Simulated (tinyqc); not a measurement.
Memristor with linear dopant drift, Biolek window: two steps of the calculation.

A film of thickness D has a doped share x: R = Ron x + Roff (1 - x), i = v/R, dx/dt = k i F with k = mv Ron/D^2 and F = 1 - x^(2 p) for i >= 0 and 1 - (x - 1)^(2 p) for i < 0. The drive is v = V0 sin(2 pi f t). The model has no threshold and no heating.

Values chosen for this exercise: resistance of the fully doped film Ron = 100 ohm; resistance of the undoped film Roff = 5000 ohm; film thickness D = 15 nm; dopant mobility mv = 1e-14 m^2/(V s); doped share at t = 0 x0 = 0.25; amplitude V0 = 1 V; window exponent p = 5; frequency f = 2.5 Hz.

Question 1. Rate constant, charge and flux scales. k = mv Ron/D^2; R0 = R(x0); without a window the film fills (x = 1) after the charge (1 - x0)/k and the flux (R0^2 - Ron^2)/(2 k (Roff - Ron)); half a period supplies the flux V0/(pi f).

Give: k; R0; charge to fill; flux to fill; flux of half a period.

Answer 1.

k = 4444 1/C
R0 = 3775 ohm
charge to fill = 168.8 uC
flux to fill = 0.3270 V s
flux of half a period = 0.1273 V s

Half a period supplies 38.9 % of the flux to fill.

Question 2. One Runge-Kutta step. Step h = 1/(12 f), from t = j h. With g(t, x) = dx/dt: k1 = g(t, x), k2 = g(t + h/2, x + h k1/2), k3 = g(t + h/2, x + h k2/2), k4 = g(t + h, x + h k3), x(new) = x + h (k1 + 2 k2 + 2 k3 + k4)/6.

x at step 1 = 0.26010831
j = 1

Find: k1..k4; x at step 2.

Answer 2.

k1..k4 (1/s): [0.596, 0.855, 0.860, 1.074]
x at step 2 = 0.2884

Numbers from tinyqc (`OMP_NUM_THREADS=1 python tinyqc.py 2880031 2880032 out.jsonl`; about 0.1 s on one thread of a shared Intel Xeon 2.30GHz).
